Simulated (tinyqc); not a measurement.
RHF in the sto-3g basis, for H2, spin multiplicity 1, step by step. Computed by tinyqc, a small Python program that keeps every step (integrals from PySCF). Settings: charge = 0, multiplicity = 1, basis = sto-3g, energy threshold = 1e-10, iteration cap = 66, orthogonalisation = canonical, start = core, DIIS depth = 6, shift = 1.0, method = RHF. Command: `OMP_NUM_THREADS=1 python tinyqc.py 29159 29160 out.jsonl` (the two numbers bound the seeds that draw the settings). One thread of a shared host (Intel(R) Xeon(R) Processor @ 2.60GHz), about 0.02 s of CPU time with the checks. Later iterations appear only in the table of the cycle.

## One-electron integrals

Geometry (angstrom):
```
atom         x         y         z
H     0.000000  0.000000  0.000000
H     0.000000  0.000000  1.014000
```

Basis sto-3g: exponents (1/bohr^2) and contraction coefficients of normalised primitives:
```
element  l (shell)  exponent  coefficient
H            s (1)  3.425251     0.154329
H            s (1)  0.623914     0.535328
H            s (1)  0.168855     0.444635
```

Overlap, kinetic and nuclear-attraction integrals over the contracted functions; the nuclear repulsion is the sum of Za Zb / Rab.

nuclear repulsion = 0.52187102 hartree

overlap S:
```
          1H 1s     2H 1s
1H 1s  1.000000  0.488274
2H 1s  0.488274  1.000000
```

kinetic energy T (hartree):
```
          1H 1s     2H 1s
1H 1s  0.760032  0.106199
2H 1s  0.106199  0.760032
```

nuclear attraction V (hartree):
```
           1H 1s      2H 1s
1H 1s  -1.733305  -0.775938
2H 1s  -0.775938  -1.733305
```

core Hamiltonian H = T + V (hartree):
```
           1H 1s      2H 1s
1H 1s  -0.973273  -0.669739
2H 1s  -0.669739  -0.973273
```

## Two-electron integrals

Functions are numbered as in S; the eight-fold symmetry (ij|kl) = (ji|kl) = (kl|ij) leaves the list below.

Two-electron integrals (ij|kl) in chemists' order, unique and non-zero (hartree):
```
(11|11) 0.774606   (21|11) 0.302887   (21|21) 0.152149   (22|11) 0.473505
(22|21) 0.302887   (22|22) 0.774606
```

## Orthogonalisation

S = U s U^T; canonical form X = U s^(-1/2), so that X^T S X = 1. Each column of U has its largest component positive (the first on a tie).

eigenvalues of S: 0.511726  1.488274

X:
```
               1         2
1H 1s   0.988476  0.579620
2H 1s  -0.988476  0.579620
```

## Starting guess

The start is the orbitals of the core Hamiltonian; D = 2 C_occ C_occ^T.

D at the start:
```
          1H 1s     2H 1s
1H 1s  0.671919  0.671919
2H 1s  0.671919  0.671919
```

## Iteration 1: building the Fock matrix

J_ij = sum D_kl (ij|kl), K_ij = sum D_kl (ik|jl); F = H + J - 0.5 K; E = tr D H + tr D J / 2 - 0.25 tr D K + E_nn.

Coulomb J (hartree):
```
          1H 1s     2H 1s
1H 1s  1.245660  0.611494
2H 1s  0.611494  1.245660
```

exchange K (hartree):
```
          1H 1s     2H 1s
1H 1s  1.029735  0.827419
2H 1s  0.827419  1.029735
```

Fock matrix F (hartree):
```
           1H 1s      2H 1s
1H 1s  -0.242481  -0.471954
2H 1s  -0.471954  -0.242481
```

total energy of this density = -1.06214306 hartree

## Iteration 1: diagonalisation and new density

A level shift of 1 hartree raises the virtual space: F + shift (S - S D(s) S), with D(s) the density of one spin (D/2). Diagonalise F' = X^T F X, C = X C', fill 1 alpha and 1 beta electrons from the bottom; D = 2 C_occ C_occ^T. Each column has its largest component positive (the first on a tie).

F' = X^T F X (hartree):
```
          1          2
1  1.448431   0.000000
2  0.000000  -0.480043
```

orbital energies (hartree): MO1 -0.480043, MO2 1.448431

coefficients C:
```
            MO1        MO2
1H 1s  0.579620   0.988476
2H 1s  0.579620  -0.988476
```

D after iteration 1:
```
          1H 1s     2H 1s
1H 1s  0.671919  0.671919
2H 1s  0.671919  0.671919
```

## Iteration 2: building the Fock matrix

As before.

Coulomb J (hartree):
```
          1H 1s     2H 1s
1H 1s  1.245660  0.611494
2H 1s  0.611494  1.245660
```

exchange K (hartree):
```
          1H 1s     2H 1s
1H 1s  1.029735  0.827419
2H 1s  0.827419  1.029735
```

Fock matrix F (hartree):
```
           1H 1s      2H 1s
1H 1s  -0.242481  -0.471954
2H 1s  -0.471954  -0.242481
```

total energy of this density = -1.06214306 hartree

## Iteration 2 (converged): orbitals

Diagonalise F' = X^T F X, C = X C', fill 1 alpha and 1 beta electrons from the bottom; D = 2 C_occ C_occ^T. Each column has its largest component positive (the first on a tie).

F' = X^T F X (hartree):
```
          1          2
1  0.448431   0.000000
2  0.000000  -0.480043
```

orbital energies (hartree): MO1 -0.480043, MO2 0.448431

coefficients C:
```
            MO1        MO2
1H 1s  0.579620   0.988476
2H 1s  0.579620  -0.988476
```

D after iteration 2:
```
          1H 1s     2H 1s
1H 1s  0.671919  0.671919
2H 1s  0.671919  0.671919
```

## Convergence

Stop when the energy changes by less than 1e-10 hartree and every element of the error matrix X^T (F D S - S D F) X is below 3e-06.

Course of the cycle:
```
iteration  E (hartree)    change  largest element of the error matrix
1          -1.06214306         -                             7.63e-16
2          -1.06214306  0.000000                             3.18e-16
```

PySCF RHF in the same basis = -1.06214306 hartree

Converged in 2 iterations.

## Populations, bond orders and dipole

Mulliken: Z minus the diagonal of D S on the atom; Loewdin: the same with S^(1/2) D S^(1/2); Mayer order: 2 sum_s sum (D(s) S)_ij (D(s) S)_ji over the two atoms.

Charges (e):
```
atom  Mulliken  Loewdin
1H           0        0
2H    0.000000        0
```

Mayer bond orders:
```
pair     order
2-1   1.000000
```

dipole moment about the origin, x y z (debye): 0.000000  0.000000  0.000000
